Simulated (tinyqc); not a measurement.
Cabrera-Mott growth of a thin oxide under its own electric field: one step, computed by the program tinyqc.

Electrons cross the film freely and set a fixed potential V across it; the field V/x lowers the barrier for ions entering the oxide.

Task: Thickness after time t. u = u0 exp(-W/(k_B T)), X1 = z b V/(k_B T) with V in volts and k_B T in eV; dx/dt = 2 u sinh(X1/x). t(x) = int_(x0)^x dx / (dx/dt) by Gauss-Legendre quadrature (80 points on each side of (x0 + 2 x)/3), solved for x.

Inputs (values chosen for the exercise, for a model metal):
```
quantity               value      unit
Mott potential V         1.4         V
temperature T            295         K
starting thickness x0    4.6  angstrom
time t                 81000         s
```

Backward hops: kept.

u = 2.330944e-12 angstrom/s

X1 = 181.7386 angstrom

Give: thickness x; rate at time t; field at time t.

Result:

thickness x = 12.009 angstrom

rate at time t = 8.7073e-06 angstrom/s

field at time t = 11.658 MV/cm

X1/x = 15.1: the field term still rules. Caution: the starting field or rate is formal: the first layers form as fast as oxygen arrives.
